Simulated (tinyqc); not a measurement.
Froehlich polaron in a polar crystal. From one set of inputs to another, one input at a time. Computed by tinyqc, a small Python program. Command: `OMP_NUM_THREADS=1 python tinyqc.py 3025487 3025488 out.jsonl frohlich ladder`. One thread of a shared host (Intel(R) Xeon(R) Processor @ 2.30GHz), about 0.1 s of CPU time with the checks.

One electron in a parabolic band of mass m*, coupled to dispersionless LO phonons in the continuum model. Energies are in units of hbar omega unless marked, wave numbers in k_0 = sqrt(2 m* omega/hbar).

The inputs printed are set A. Set A is modelled on aluminium nitride; the values taken over come from a set modelled on zinc oxide. Inputs not listed in the table keep their values of set A, so the rows need not describe a real material.

Inputs (values chosen for the exercise, modelled on aluminium nitride):
```
quantity                          value  unit
band mass m*                      0.345   m_0
LO phonon energy hbar omega         110   meV
eps_inf                            4.69     -
static dielectric constant eps_s   8.33     -
```

Constants: hbar^2/(2 m_0) = 3.80998212 eV angstrom^2; e^2/(4 pi eps_0) = 14.39964548 eV angstrom.

Method:
- 1/eps* = 1/eps_inf - 1/eps_s; k_0 = sqrt(2 m* omega/hbar) = sqrt(m* hbar omega / (hbar^2/(2 m_0))) with m* in m_0; alpha = (e^2/(4 pi eps_0)) k_0/(2 eps* hbar omega); polaron length 1/k_0.
- Feynman's bound: E(v, w) = 3 (v - w)^2/(4 v) - (alpha v/sqrt(pi)) int_0^infinity e^-u D(u)^(-1/2) du, D = w^2 u + ((v^2 - w^2)/v)(1 - e^(-v u)); integrals by 80 Gauss-Legendre points in s from 0 to 1 with u = 40 s^2.
- Minimise over v > w > 0 (simplex search); mass m_p/m* = 1 + (alpha v^3/(3 sqrt(pi))) int u^2 e^-u D^(-3/2) du.

Each row keeps all changes above it:
```
input moved                         from     to  coupling constant alpha  polaron length 1/k_0 (angstrom)  polaron energy, Feynman (meV)
set A                                  -      -                    0.609                            10.02                          -67.5
eps_inf                             4.69   3.67                    0.996                            10.02                         -111.0
band mass m* (m_0)                 0.345  0.292                    0.916                            10.89                         -102.0
static dielectric constant eps_s    8.33   8.01                    0.887                            10.89                          -98.7
LO phonon energy hbar omega (meV)    110   68.8                    1.122                            13.77                          -78.3
```

Where does the difference come from?

Coupling constant alpha goes from 0.609 to 1.12, a factor 1.84 in all. The largest single move comes from eps_inf (a factor 1.64), and band mass m* works against it (a factor 0.920). Polaron length 1/k_0 goes from 10.0 to 13.8, a factor 1.37 in all. The largest single move comes from LO phonon energy hbar omega (a factor 1.26). Polaron energy, Feynman goes from -67.5 to -78.3, -10.9 in all. The largest single move comes from eps_inf (-43.5), and LO phonon energy hbar omega works against it (+20.4). The single moves hold for this order of the switches; the total does not depend on the order.

Extremes, crossings and ranges named in words are read from the listed rows.
